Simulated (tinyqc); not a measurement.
What each parameter does: six-band k.p model of the valence band of a wurtzite crystal.

At k = 0: E1 = D1c + D2c + Te + Le (pure HH); E2, E3 = Le + u +/- sqrt(u^2 + 2 D3c^2), u = (D1c - D2c + Te)/2, D1c = Dcr, D2c = D3c = Dso/3. The weight of LH in state 2 is fL = (E2 - Le)^2/((E2 - Le)^2 + 2 D3c^2). Relative strengths of transitions to the conduction band: for E perpendicular to c (TE) 1/2, fL/2, (1 - fL)/2; for E along c (TM) 0, 1 - fL, fL, with one momentum element for both directions.

Strain of a c-plane layer: exx = eyy = e_par, ezz = -2 (C13/C33) e_par; Le = D1 ezz + D2 (exx + eyy), Te = D3 ezz + D4 (exx + eyy).

Conduction edge: Ec = (top of the unstrained valence band) + Eg + (a1 + D1) ezz + (a2 + D2)(exx + eyy).

Values chosen for the exercise (of the order of those of hexagonal CdS; shifted at random, so the results belong to these values and not to a real crystal):
- Dcr = 0.0238 eV (crystal-field splitting)
- Dso = 0.0626 eV (spin-orbit splitting)
- Eg = 2.596 eV (direct gap at Gamma from the top of the unstrained valence band)
- a1 = -2.82 eV (gap potential along c)
- a2 = -4.61 eV (gap potential in the plane)
- D1 = -1.01 eV
- D2 = 1.03 eV
- D3 = 1.29 eV
- D4 = -2.99 eV
- C13 = 50 GPa
- C33 = 94 GPa
- e_par = -0.0134 (exx = eyy of a c-plane layer)

Splittings at k = 0 under the strain, fL and the lowest transition. Each row changes one parameter from the base and keeps the others.

Results:
```
case              E1 - E2 (meV)  E1 - E3 (meV)      fL  lowest transition (eV)
base                      33.77         151.15  0.9322                  2.5808
Dcr = 0.01904 eV          33.44         146.72  0.9268                  2.5808
D3 = 1.032 eV             33.52         147.73  0.9281                  2.5845
D4 = -3.588 eV            34.74         166.21  0.9468                  2.5648
a2 = -3.688 eV            33.77         151.15  0.9322                  2.5561
C33 = 112.8 GPa           33.56         148.30  0.9288                  2.5906
Dso = 0.07512 eV          38.55         158.89  0.9042                  2.5808
D1 = -1.212 eV            33.77         151.15  0.9322                  2.5808
C13 = 60 GPa              34.02         154.58  0.9360                  2.5691
```

The largest shifts from the base row, up to three for each result and ties (the steps differ in size, so this ranks the rows, not the parameters). E1 - E2 (meV): Dso +4.78, D4 +0.96, Dcr -0.34; unchanged at the printed digits by a2 and D1. E1 - E3 (meV): D4 +15.06, Dso +7.74, Dcr -4.42; unchanged at the printed digits by a2 and D1. fL: Dso -0.0280, D4 +0.0146, Dcr -0.0054; unchanged at the printed digits by a2 and D1. lowest transition (eV): a2 -0.0247, D4 -0.0160, C13 -0.0117; unchanged at the printed digits by Dcr, Dso and D1. D1 and D2 shift all valence edges and the conduction edge alike, so they drop out of splittings and transitions.

(tinyqc, `OMP_NUM_THREADS=1 python tinyqc.py 1051166 1051167 out.jsonl`, Intel(R) Xeon(R) Processor @ 2.30GHz, 1 thread, shared host, about 0.01 s.)
